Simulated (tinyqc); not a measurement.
# Long-channel MOSFET, surface-potential model: effect of the source-body reverse bias

n-channel transistor on a uniformly doped p-type body, gradual-channel approximation, constant mobility, Boltzmann statistics, full ionisation. Potentials are counted from the neutral body; V is the electron quasi-Fermi potential, Vsb at the source and Vsb + Vds at the drain. Charges are magnitudes per area.

ni = sqrt(Nc Nv) exp(-Eg/(2 Vt)), Eg in volts; phiF = Vt ln(Na/ni); Cox = eps0 eox/tox; gamma = sqrt(2 q eps0 eps_r Na)/Cox. The surface potential psi at channel potential V solves Vgs + Vsb - Vfb - psi = gamma sqrt(G), G = psi - Vt + Vt exp((psi - 2 phiF - V)/Vt). Charge sheet: Qi = Cox gamma [sqrt(G) - sqrt(psi - Vt)]; I = mu (W/L) [integral of Qi dpsi from psi_0 to psi_L (drift) + Vt (Qi0 - QiL) (diffusion)], with psi_0 at V = Vsb and psi_L at V = Vsb + Vds. VT = Vfb + 2 phiF + gamma sqrt(2 phiF + Vsb), m = 1 + gamma/(2 sqrt(2 phiF + Vsb)). The swing is 20 mV/log10[I(VT - 0.14 V)/I(VT - 0.16 V)] of the charge-sheet current at the given Vds.

Parameters, values chosen for the exercise; material values close to those of silicon: temperature T = 300 K; band gap Eg = 1.14 eV; relative permittivity of the semiconductor eps_r = 11.7; conduction-band density of states at T Nc = 2.85e19 cm^-3; valence-band density of states at T Nv = 2.62e19 cm^-3; acceptor density of the body Na = 6.8e17 cm^-3; relative permittivity of the gate insulator eox = 4.06; insulator thickness tox = 7 nm; flat-band voltage Vfb = -0.6 V; channel mobility mu = 150 cm^2/(V s); gate width W = 10 um; gate length L = 5 um; gate-source voltage Vgs = 1.96 V; drain-source voltage Vds = 0.05 V.

Constants: q = 1.602176634e-19 C, kB = 1.380649e-23 J/K, Vt = kB T/q, eps0 = 8.8541878128e-14 F/cm where lengths are in cm. Results are converted to the units shown.

The same in every row: gamma (V^0.5) = 0.9252.

Effect of the source-body reverse bias:

| Vsb (V) | VT (V) | m | swing (mV/decade) | I at Vgs, Vds (uA) |
|---|---|---|---|---|
| 0 | 1.250 | 1.475 | 91.66 | 4.071 |
| 0.25 | 1.362 | 1.422 | 87.49 | 3.300 |
| 0.5 | 1.463 | 1.384 | 84.58 | 2.610 |
| 0.75 | 1.555 | 1.355 | 82.42 | 1.987 |
| 1 | 1.641 | 1.331 | 80.73 | 1.426 |
| 1.25 | 1.721 | 1.312 | 79.36 | 0.9270 |
| 1.5 | 1.797 | 1.296 | 78.22 | 0.5051 |

As Vsb goes from 0 to 1.5 V, VT rises from 1.25 to 1.80 V, the swing falls from 91.7 to 78.2 mV a decade and the current falls from 4.07 to 0.505 uA. The swing is 4.4 % above m Vt ln 10 in the first row and 1.4 % above it in the last. For Vsb = 0 to 1.25 V the surface electron density at the source passes 0.3 Nc, where degeneracy and quantisation, left out here, matter.

Program tinyqc, `OMP_NUM_THREADS=1 python tinyqc.py 2360128 2360129 out.jsonl`; Intel Xeon 2.30GHz, shared host, one thread, about 0.07 s.
